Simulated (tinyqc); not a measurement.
Worked calculation: anisotropic wet etching of Si(100): plane rates, V-grooves, membranes and undercut. Computed by tinyqc, a small Python program that keeps every step. Command: `OMP_NUM_THREADS=1 python tinyqc.py 3020808 3020809 out.jsonl wetetch walk`. One thread of a shared host (Intel(R) Xeon(R) Processor @ 2.30GHz), about 0.01 s of CPU time with the checks. Intermediate numbers are printed to about 6 digits and carried at full precision; extremes and crossings named in words are read from the listed rows.

A long slot opens the mask on a (100) wafer. The floor etches at R100; (111) walls stand at theta = arctan(sqrt2) = 54.7356 degrees to the surface and recede at R111 along their normal.

Inputs (values chosen for the exercise, close to those used for tetramethylammonium hydroxide solutions):

| quantity | value | unit |
|---|---|---|
| prefactor k0 of the (100) rate | 5.4e+08 | um/min |
| activation energy of (100), E | 0.622 | eV |
| ratio (100)/(111) at 80 C | 15 | - |
| extra energy of (111), dE | 0.12 | eV |
| ratio (100)/oxide at 80 C | 5000 | - |
| extra energy of the oxide, dE_ox | 0.28 | eV |
| corner undercut rate over (100) rate, c | 1.8 | - |
| bath temperature T | 55 | C |
| width w (mask opening along <110>, or membrane width in the design step) | 310 | um |
| misalignment of the mask | 0 | degrees |
| etch time t | 72 | min |
| wafer thickness d | 675 | um |
| membrane thickness wanted | 16 | um |

Constants: k_B = 8.617333262e-05 eV/K.

## Rates

R100 = k0 exp(-E/(k_B T)); a ratio given at 80 C scales as exp[(extra energy/k_B)(1/T - 1/353.15 K)]; R111 and R_ox follow by division. Temperatures in kelvin are T(C) + 273.15.

R100 = 0.151224 um/min

R111 = 0.00746558 um/min

R_ox = 1.50048e-05 um/min

anisotropy R100/R111 = 20.2562

## Shape after the time t

A misaligned edge exposes ledges and adds R100 sin(misalignment) to the lateral rate (a simple estimate): u = R111/sin(theta) + R100 sin(misalignment). Top width W = w + 2 u t; floor width b = W - 2 z/tan(theta) = W - sqrt2 z. The floor lasts until b = 0, at t_V = w/(sqrt2 R100 - 2u); depth z = R100 t before t_V and W/sqrt2 after.

lateral rate u = 0.00914343 um/min

time t_V to close the V = 1585.05 min

top width W = 311.317 um

depth z = 10.8882 um

floor width b = 295.918 um

The floor remains; undercut per side is 0.658 um, 6.05 % of the depth.

## Designing a membrane from the back side

Etch depth d - membrane, time = depth/R100; for a membrane as wide as w the opening must be w + sqrt2 depth - 2 u time; oxide mask consumed R_ox x time; a 1 K error changes the depth by the fraction E/(k_B T^2); a convex mask corner, such as that of a mesa, would retreat by c x depth.

time to reach the membrane = 4357.76 min

opening needed = 1162.28 um

oxide consumed = 65.3871 nm

depth error per kelvin = 44.1731 um

retreat of a convex corner = 1186.2 um

The error per kelvin is 276 % of the membrane, so a timed etch cannot hold it and an etch stop is needed. A corner retreat larger than the depth shows why mesas need compensation structures. Caution: rates also depend on concentration, doping, additives and stirring, all held fixed here.

## Speed against selectivity over temperature

Each row etches to the depth d - membrane; undercut per side = (R111/sin(theta) + R100 sin(misalignment)) x time.

Etching to a fixed depth:

| T (C) | R100 (um/min) | R100/R111 | time (h) | undercut (um) | oxide consumed (nm) |
|---|---|---|---|---|---|
| 30 | 0.02465 | 28.7438 | 445.558 | 28.0793 | 28.897 |
| 40 | 0.05273 | 24.8221 | 208.302 | 32.5157 | 40.692 |
| 50 | 0.10760 | 21.6309 | 102.075 | 37.3127 | 56.099 |
| 60 | 0.21037 | 19.0063 | 52.209 | 42.4651 | 75.863 |
| 70 | 0.39555 | 16.8266 | 27.767 | 47.9661 | 100.802 |
| 80 | 0.71759 | 15.0000 | 15.306 | 53.8071 | 131.800 |
| 90 | 1.25982 | 13.4566 | 8.718 | 59.9787 | 169.804 |
| 100 | 2.14604 | 12.1424 | 5.118 | 66.4701 | 215.816 |

From 30 to 100 C the time falls by a factor 87.1, while the oxide loss grows by 7.47 and the undercut by 2.37: the slower planes and the mask have the higher activation energies, so heat costs selectivity.

Checks made by the program: depth against time integration (relative difference below 1e-10).
